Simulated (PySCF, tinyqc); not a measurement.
CISD on RHF in the sto-3g basis, for H4, spin multiplicity 1, step by step. The lowest restricted solution is unstable here: a spin-polarised one lies 0.1559 hartree lower (PySCF). Computed by tinyqc, a small Python program that keeps every step (integrals from PySCF). Settings: charge = 0, multiplicity = 1, basis = sto-3g, method = RHF, energy threshold = 1e-10, iteration cap = 67, orthogonalisation = symmetric, start = Wolfsberg-Helmholz matrix, DIIS depth = 6, ci = CISD. Command: `OMP_NUM_THREADS=1 python tinyqc.py 25781 25782 out.jsonl` (the two numbers bound the seeds that draw the settings). One thread of a shared host (Intel(R) Xeon(R) Processor @ 2.60GHz), about 0.08 s of CPU time with the checks. The early iterations of the SCF are left out here.

## One-electron integrals

Geometry (angstrom):
```
atom       x       y       z
H     0.0000  0.0000  0.0000
H     0.0000  0.0000  1.4090
H     0.0000  1.4860  0.0000
H     0.0000  1.4860  1.4090
```

Basis sto-3g: exponents (1/bohr^2) and contraction coefficients of normalised primitives:
```
element  l (shell)  exponent  coefficient
H            s (1)    3.4253       0.1543
H            s (1)    0.6239       0.5353
H            s (1)    0.1689       0.4446
```

Overlap, kinetic and nuclear-attraction integrals over the contracted functions; the nuclear repulsion is the sum of Za Zb / Rab.

nuclear repulsion = 1.980181 hartree

overlap S, order 1H 1s, 2H 1s, 3H 1s, 4H 1s:
$$\begin{pmatrix}
1.0000 & 0.2920 & 0.2620 & 0.1102 \\
0.2920 & 1.0000 & 0.1102 & 0.2620 \\
0.2620 & 0.1102 & 1.0000 & 0.2920 \\
0.1102 & 0.2620 & 0.2920 & 1.0000
\end{pmatrix}$$

kinetic energy T (hartree), order 1H 1s, 2H 1s, 3H 1s, 4H 1s:
$$\begin{pmatrix}
0.7600 & 0.0187 & 0.0109 & -0.0106 \\
0.0187 & 0.7600 & -0.0106 & 0.0109 \\
0.0109 & -0.0106 & 0.7600 & 0.0187 \\
-0.0106 & 0.0109 & 0.0187 & 0.7600
\end{pmatrix}$$

nuclear attraction V (hartree), order 1H 1s, 2H 1s, 3H 1s, 4H 1s:
$$\begin{pmatrix}
-2.2129 & -0.5775 & -0.5133 & -0.2185 \\
-0.5775 & -2.2129 & -0.2185 & -0.5133 \\
-0.5133 & -0.2185 & -2.2129 & -0.5775 \\
-0.2185 & -0.5133 & -0.5775 & -2.2129
\end{pmatrix}$$

core Hamiltonian H = T + V (hartree), order 1H 1s, 2H 1s, 3H 1s, 4H 1s:
$$\begin{pmatrix}
-1.4528 & -0.5588 & -0.5025 & -0.2291 \\
-0.5588 & -1.4528 & -0.2291 & -0.5025 \\
-0.5025 & -0.2291 & -1.4528 & -0.5588 \\
-0.2291 & -0.5025 & -0.5588 & -1.4528
\end{pmatrix}$$

## Two-electron integrals

Functions are numbered as in S; the eight-fold symmetry (ij|kl) = (ji|kl) = (kl|ij) leaves the list below.

Two-electron integrals (ij|kl) in chemists' order, unique and non-zero (hartree):
```
(11|11) 0.7746   (21|11) 0.1607   (21|21) 0.0494   (22|11) 0.3655
(22|21) 0.1607   (22|22) 0.7746   (31|11) 0.1410   (31|21) 0.0332
(31|22) 0.0844   (31|31) 0.0391   (32|11) 0.0467   (32|21) 0.0150
(32|22) 0.0510   (32|31) 0.0136   (32|32) 0.0062   (33|11) 0.3487
(33|21) 0.0915   (33|22) 0.2577   (33|31) 0.1410   (33|32) 0.0510
(33|33) 0.7746   (41|11) 0.0510   (41|21) 0.0150   (41|22) 0.0467
(41|31) 0.0136   (41|32) 0.0061   (41|33) 0.0467   (41|41) 0.0062
(42|11) 0.0844   (42|21) 0.0332   (42|22) 0.1410   (42|31) 0.0234
(42|32) 0.0136   (42|33) 0.0844   (42|41) 0.0136   (42|42) 0.0391
(43|11) 0.0915   (43|21) 0.0281   (43|22) 0.0915   (43|31) 0.0332
(43|32) 0.0150   (43|33) 0.1607   (43|41) 0.0150   (43|42) 0.0332
(43|43) 0.0494   (44|11) 0.2577   (44|21) 0.0915   (44|22) 0.3487
(44|31) 0.0844   (44|32) 0.0467   (44|33) 0.3655   (44|41) 0.0510
(44|42) 0.1410   (44|43) 0.1607   (44|44) 0.7746
```

## Orthogonalisation

S = U s U^T; symmetric (Loewdin) form X = U s^(-1/2) U^T, so that X^T S X = 1.

eigenvalues of S: [0.5562, 0.8598, 0.9199, 1.6642]

X, order 1H 1s, 2H 1s, 3H 1s, 4H 1s:
$$\begin{pmatrix}
1.0593 & -0.1504 & -0.1325 & -0.0013 \\
-0.1504 & 1.0593 & -0.0013 & -0.1325 \\
-0.1325 & -0.0013 & 1.0593 & -0.1504 \\
-0.0013 & -0.1325 & -0.1504 & 1.0593
\end{pmatrix}$$

## Iteration 2 (converged): orbitals

converged F (hartree), order 1H 1s, 2H 1s, 3H 1s, 4H 1s:
$$\begin{pmatrix}
-0.1657 & -0.3402 & -0.1759 & -0.1237 \\
-0.3402 & -0.1657 & -0.1237 & -0.1759 \\
-0.1759 & -0.1237 & -0.1657 & -0.3402 \\
-0.1237 & -0.1759 & -0.3402 & -0.1657
\end{pmatrix}$$

Diagonalise F' = X^T F X, C = X C', fill 2 alpha and 2 beta electrons from the bottom; D = 2 C_occ C_occ^T. Each column has its largest component positive (the first on a tie).

F' = X^T F X (hartree):
$$\begin{pmatrix}
-0.0396 & -0.3145 & -0.1313 & 0.0014 \\
-0.3145 & -0.0396 & 0.0014 & -0.1313 \\
-0.1313 & 0.0014 & -0.0396 & -0.3145 \\
0.0014 & -0.1313 & -0.3145 & -0.0396
\end{pmatrix}$$

orbital energies (hartree): MO1 -0.4840, MO2 -0.2243, MO3 0.1422, MO4 0.4076

coefficients C, order 1H 1s, 2H 1s, 3H 1s, 4H 1s:
$$\begin{pmatrix}
0.3876 & 0.5213 & 0.5392 & 0.6704 \\
0.3876 & 0.5213 & -0.5392 & -0.6704 \\
0.3876 & -0.5213 & 0.5392 & -0.6704 \\
0.3876 & -0.5213 & -0.5392 & 0.6704
\end{pmatrix}$$

D after iteration 2, order 1H 1s, 2H 1s, 3H 1s, 4H 1s:
$$\begin{pmatrix}
0.8440 & 0.8440 & -0.2431 & -0.2431 \\
0.8440 & 0.8440 & -0.2431 & -0.2431 \\
-0.2431 & -0.2431 & 0.8440 & 0.8440 \\
-0.2431 & -0.2431 & 0.8440 & 0.8440
\end{pmatrix}$$

## Convergence

Stop when the energy changes by less than 1e-10 hartree and every element of the error matrix X^T (F D S - S D F) X is below 3e-06.

Course of the cycle:
```
iteration  E (hartree)  change  largest element of the error matrix
1            -1.768066       -                             2.37e-15
2            -1.768066  0.0000                             9.15e-16
```

PySCF RHF in the same basis = -1.768066 hartree

Converged in 2 iterations.

## Integrals over molecular orbitals

(pq|rs) = sum C_ip C_jq C_kr C_ls (ij|kl), one index at a time.

one-electron integrals over orbitals h = C^T H C (hartree):
$$\begin{pmatrix}
-1.6484 & 0.0000 & 0.0000 & 0.0000 \\
0.0000 & -1.3916 & 0.0000 & 0.0000 \\
0.0000 & 0.0000 & -1.3577 & 0.0000 \\
0.0000 & 0.0000 & 0.0000 & -1.1160
\end{pmatrix}$$

Two-electron integrals over orbitals (pq|rs), unique and non-zero (hartree):
```
(11|11) 0.4375   (21|21) 0.1394   (22|11) 0.4332   (22|22) 0.4404
(31|31) 0.1324   (32|32) 0.0953   (33|11) 0.4321   (33|22) 0.4316
(33|33) 0.4395   (41|32) 0.0929   (41|41) 0.0906   (42|31) 0.1370
(42|42) 0.1489   (43|21) 0.1435   (43|43) 0.1564   (44|11) 0.4366
(44|22) 0.4449   (44|33) 0.4453   (44|44) 0.4593
```

## CISD: determinants and Hamiltonian

Hartree-Fock energy = -1.768066 hartree

Slater-Condon rules over spin orbitals, with the nuclear repulsion added and E(HF) subtracted on the diagonal. Only determinants linked to the reference directly or through others are kept (one block of an abelian symmetry group), so some states are absent.

Occupation strings over the orbitals (2 doubly, a alpha, b beta, 0 empty; spin orbitals ordered 1a 1b 2a 2b ...): 2200 aabb 2020 abab 2002 abba baab 0220 baba 0202 bbaa

H - E(HF) between determinants (hartree):
```
         2200     aabb     2020     abab     2002     abba     baab     0220
2200   0.0000  -0.0441   0.0953  -0.0929   0.1489   0.1370   0.1370   0.1324
aabb  -0.0441   0.5625   0.0929  -0.0953  -0.1370  -0.1489  -0.1324  -0.1370
2020   0.0953   0.0929   0.0768   0.0507   0.1564  -0.1435  -0.1435   0.1394
abab  -0.0929  -0.0953   0.0507   0.5769   0.1435  -0.1564  -0.1394   0.1435
2002   0.1489  -0.1370   0.1564   0.1435   0.6815  -0.0065  -0.0065   0.0000
abba   0.1370  -0.1489  -0.1435  -0.1564  -0.0065   0.6725   0.0000  -0.0065
baab   0.1370  -0.1324  -0.1435  -0.1394  -0.0065   0.0000   0.6725  -0.0065
0220   0.1324  -0.1370   0.1394   0.1435   0.0000  -0.0065  -0.0065   0.6657
baba  -0.0929  -0.0906   0.0507   0.0000   0.1435  -0.1394  -0.1564   0.1435
0202   0.0906   0.0929   0.0000   0.0507   0.1394  -0.1435  -0.1435   0.1564
bbaa  -0.0441   0.0000   0.0929  -0.0906  -0.1370  -0.1324  -0.1489  -0.1370

         baba     0202     bbaa
2200  -0.0929   0.0906  -0.0441
aabb  -0.0906   0.0929   0.0000
2020   0.0507   0.0000   0.0929
abab   0.0000   0.0507  -0.0906
2002   0.1435   0.1394  -0.1370
abba  -0.1394  -0.1435  -0.1324
baab  -0.1564  -0.1435  -0.1489
0220   0.1435   0.1564  -0.1370
baba   0.5769   0.0507  -0.0953
0202   0.0507   1.1146   0.0929
bbaa  -0.0953   0.0929   0.5625
```

## CISD: roots

Diagonalise (each vector has its largest component positive (the first on a tie)); all determinants have Ms = 0, so triplets appear too. The lowest singlet root is the correlation energy.

lowest roots of this matrix, relative to E(HF) (hartree): [-0.1822, -0.0614, 0.0954, 0.4420, 0.5572, 0.5772, 0.6745, 0.6775]

lowest vectors, order 2200, aabb, 2020, abab, 2002, abba, baab, 0220, baba, 0202, bbaa:
$$\begin{pmatrix}
0.7780 & 0.4582 & 0.0000 & 0.3214 \\
0.0748 & -0.1744 & 0.4082 & 0.3005 \\
-0.5389 & 0.6591 & 0.0000 & 0.4726 \\
0.0994 & 0.1345 & 0.4082 & -0.2765 \\
-0.0316 & -0.3610 & 0.0000 & 0.3149 \\
-0.1742 & 0.0399 & 0.4082 & -0.0240 \\
-0.1742 & 0.0399 & 0.4082 & -0.0240 \\
-0.0258 & -0.3449 & 0.0000 & 0.4165 \\
0.0994 & 0.1345 & 0.4082 & -0.2765 \\
-0.1049 & 0.0790 & 0.0000 & -0.2569 \\
0.0748 & -0.1744 & 0.4082 & 0.3005
\end{pmatrix}$$

<S^2> of these roots: [0.0000, 0.0000, 6.0000, 0.0000, 2.0000, 2.0000, 0.0000, 2.0000]

weight of the ground state by excitation level 0, 1, 2, ...: [0.6052, 0.0000, 0.3948]

The reference has a weight of only 0.61: one determinant is a poor start here.
